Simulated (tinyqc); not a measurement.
Classical Heisenberg spin chain: exact results, Metropolis, heat-bath and over-relaxation steps, and a Monte Carlo run: one step, computed by the program tinyqc. Command: `OMP_NUM_THREADS=1 python tinyqc.py 3130305 3130306 out.jsonl heismc walk`. One thread of a shared host (Intel(R) Xeon(R) Processor @ 2.30GHz), about 0.2 s of CPU time with the checks.

E = -J sum_i s_i . s_(i+1) for unit vectors s_i on an open chain; K = J/(k_B T).

Question. Exact results. Each bond angle is independent, so u = <s_i . s_(i+1)> = coth K - 1/K, <s_i . s_(i+n)> = u^n, correlation length xi = -1/ln|u|, energy per bond -J u, heat capacity per bond c/k_B = 1 - K^2/sinh^2 K, and for the long chain chi = mu^2 (1 + u)/(3 k_B T (1 - u)) per spin.

Inputs (values chosen for the exercise, for a model chain of large moments): coupling J = -24 meV; temperature T = 85.7 K; moment mu = 5.9 mu_B.

Constants: k_B = 8.617333262e-05 eV/K; mu_B = 5.7883818060e-05 eV/T.

Give: K; u; xi; energy per bond; heat capacity; chi over the Curie value; chi.

Answer.

K = -3.2498

u = -0.69530

xi = 2.7517 sites

energy per bond = -16.687 meV

heat capacity = 0.93627 k_B/bond

chi over the Curie value = 0.17973

chi = 0.016346 mu_B/T per spin

For |K| >> 1, |u| = 1 - 1/|K| and xi = |K| - 1/2 = 2.75: the chain orders only at T = 0, and c tends to k_B, not to zero, a failure of classical spins.
